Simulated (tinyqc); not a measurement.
What moves the results: thin (001) film in sp3s* tight binding with raised dangling bonds. A value that a table varies takes the place of the one given here.

Planes alternate anion (a), cation (c) along [001], a/4 apart, starting with an anion; zero in-plane momentum; levels counted from the bulk Ev, the lower root of [[Epa, Vxx], [Vxx, Epc]]; no spin-orbit coupling. Block of s, pz, s*: from an anion to the cation above, Vss/2 (s,s), Vsapc/2 (s,z), -Vscpa/2 (z,s), Vxx/2 (z,z), Vxapc/2 (s*,z), -Vpaxc/2 (z,s*); to the cation below the same with the s-z and s*-z signs reversed. Block of u = (px + py)/sqrt2 and v = (px - py)/sqrt2: to the cation above (Vxx + Vxy)/2 for u and (Vxx - Vxy)/2 for v, to the cation below the reverse. Each surface atom has two dangling sp3 hybrids; raising both by dl adds (dl/2) [[1, t], [t, 1]] to its s, pz levels (t = -1 at the bottom face, +1 at the top) and dl to the one of u, v in whose plane the missing bonds lie (v for a bottom anion or a top cation, u for a top anion).

Values chosen for the exercise (near a published set for Si, fitted to gaps, whose masses and valley positions are rough; the results hold for these values, not for the real material): p = (-4.202, 1.713, -4.202, 1.713, 6.688, 6.688, -8.283, 1.711, 4.574, 5.749, 5.749, 5.395, 5.395) eV (order Esa, Epa, Esc, Epc, Exa, Exc, Vss, Vxx, Vxy, Vsapc, Vscpa, Vxapc, Vpaxc); Nw = 24 (planes in the thicker film); a = 5.426 angstrom (lattice constant); dp = 30 eV (value of dl for the passivated films); Ns = (9, 10, 15, 20, 29, 37, 51, 62) (numbers of planes); N0 = 14 (first number of planes).

## States in the gap of a film

edges (eV): Gamma 3.42200, Delta 1.16441

Levels between 0 and the lower bulk edge, the largest weight on the two outer planes of both faces among them, and the nearest levels outside, for several shifts dl.

Film of Nw planes:

| dl (eV) | levels in the gap | at (eV) | surface weight | next above (eV) | next below (eV) |
|---|---|---|---|---|---|
| 0 | 2 | 0.261, 0.298 | 0.72 | 1.2075 | -0.0665 |
| 1 | 2 | 0.736, 0.745 | 0.81 | 1.2076 | -0.0665 |
| 2 | 1 | 1.159 | 0.36 | 1.1826 | -0.0665 |
| 3 | 0 | - | - | 1.2011 | -0.0665 |
| 5 | 0 | - | - | 1.2067 | -0.0665 |
| 10 | 0 | - | - | 1.2074 | -0.0665 |
| 30 | 0 | - | - | 1.2074 | -0.0665 |
| 100 | 0 | - | - | 1.2074 | -0.0665 |

Can the levels of the bare film be read as confined subbands?

No: with bare surfaces (dl = 0) 2 levels lie in the bulk gap, with up to 72 % of the weight on the four outer planes, two a face, where an even spread gives 17 %; these are dangling-bond states, not subbands. The reruns show the bulk gap clear from dl = 3 eV on, and at dl = 30 eV the next level above lies 0.0 meV from its value at 100 eV.

## Gap against thickness

Passivated films (finite dp, so levels can still be some meV from their limit), thickness N a/4. Highest level below mid-gap (either block) and the two lowest above it. The exponents are -d ln(shift)/d ln N between the sixth and the last film, for the valence level and for the mean of the two conduction levels.

Levels (eV):

| N | thickness (angstrom) | Ev1 | Ec1 | Ec2 | gap |
|---|---|---|---|---|---|
| 9 | 12.21 | -0.3633 | 1.4086 | 1.4658 | 1.7720 |
| 10 | 13.56 | -0.2626 | 1.3848 | 1.3931 | 1.6474 |
| 15 | 20.35 | -0.1624 | 1.2682 | 1.2748 | 1.4306 |
| 20 | 27.13 | -0.0904 | 1.2237 | 1.2299 | 1.3141 |
| 29 | 39.34 | -0.0515 | 1.1949 | 1.1951 | 1.2464 |
| 37 | 50.19 | -0.0329 | 1.1833 | 1.1837 | 1.2162 |
| 51 | 69.18 | -0.0180 | 1.1746 | 1.1746 | 1.1926 |
| 62 | 84.10 | -0.0120 | 1.1713 | 1.1714 | 1.1833 |

exponents: valence 1.96, conduction 1.96

How do the results move?

The gap is 1.772 eV at 12.2 angstrom and 1.183 eV at 84.1, against 1.164 eV in the bulk along this line. At 20 planes the conduction side gives 59 meV of the widening and the valence side 90 meV. A hard-walled parabolic band has exponent 2; departures come from the offset between N a/4 and the effective width, from non-parabolicity and from the termination (odd and even N end differently: in the direction of the bond rows at the two faces and, in a compound, in the kind of atom), which also makes single steps in N uneven. Ec1 and Ec2 are the doublet of the two Delta valleys along the normal.

## Valley splitting plane by plane

kz of the minimum = 0.72992 2 pi/a

Ten passivated films from N0 planes on; the phase is N pi k0/2 modulo pi, k0 the position of the bulk minimum.

Lowest doublet:

| N | phase/pi | mean shift (meV) | splitting (meV) |
|---|---|---|---|
| 14 | 0.109 | 122.29 | 20.701 |
| 15 | 0.474 | 107.08 | 6.673 |
| 16 | 0.839 | 95.06 | 9.585 |
| 17 | 0.204 | 84.96 | 11.409 |
| 18 | 0.569 | 76.04 | 1.125 |
| 19 | 0.934 | 68.82 | 7.521 |
| 20 | 0.299 | 62.41 | 6.200 |
| 21 | 0.664 | 56.79 | 1.198 |
| 22 | 0.029 | 52.08 | 5.595 |
| 23 | 0.394 | 47.78 | 3.132 |

What can be read from the table?

The splitting ranges from 1.12 meV (N = 18) to 20.70 meV (N = 14), while the mean shift goes from 122 to 48 meV and falls steadily. The splitting changes direction 6 times in these ten films, and one plane more changes it by up to 14.03 meV: it hangs on the phase between the two faces, which is why atomic steps matter.

## What each change does

A film of Nw planes with shift dp: highest level below mid-gap (half the lower bulk edge) and the two lowest above. Each row changes one parameter from the base and keeps the others.

Results:

| case | Ev1 (eV) | Ec1 (eV) | Ec2 (eV) |
|---|---|---|---|
| base | -0.0665 | 1.2074 | 1.2095 |
| Nw = 28 | -0.0510 | 1.1958 | 1.1985 |
| dp = 60 eV | -0.0665 | 1.2074 | 1.2096 |

How do the results move?

The largest shifts from the base row, up to three for each result and ties (the steps differ in size, so this ranks the rows, not the parameters). Ev1 (eV): Nw +0.0155; unchanged at the printed digits by dp. Ec1 (eV): Nw -0.0116; unchanged at the printed digits by dp. Ec2 (eV): Nw -0.0109, dp +0.0002. An odd change of Nw also changes which atoms end the film, so levels need not move as thickness alone would move them; the row for dp shows how far the passivation is from converged.

Program tinyqc; command `OMP_NUM_THREADS=1 python tinyqc.py 1481535 1481536 out.jsonl`; about 0.4 s on one thread of a shared Intel(R) Xeon(R) Processor @ 2.30GHz.
